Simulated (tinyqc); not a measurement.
Thermal resistances of a two-die stack.

Inverse problem. Heat leaves through the lower die only, and the system is linear. Find the resistance R1 from the lower die to the coolant, R2 between the dies, and the rise of the upper die when both are powered.

Values chosen for this exercise:

| symbol | value | unit | meaning |
|---|---|---|---|
| P1 | 21 | W | power of the lower die |
| P2 | 17 | W | power of the upper die |

rises of the lower and upper die with only the lower one powered (K): 17.43  17.43
rises of the lower and upper die with only the upper one powered (K): 14.11  20.4

Answer. With only the lower die powered no heat crosses R2, so both dies rise by P1 R1; the difference in the second test is P2 R2; rises add.

R1 = 0.8300 K/W
R2 = 0.3700 K/W
rise of the upper die = 37.83 K

Program tinyqc, `OMP_NUM_THREADS=1 python tinyqc.py 2162232 2162233 out.jsonl`; Intel Xeon 2.30GHz, shared host, one thread, about 0.03 s.
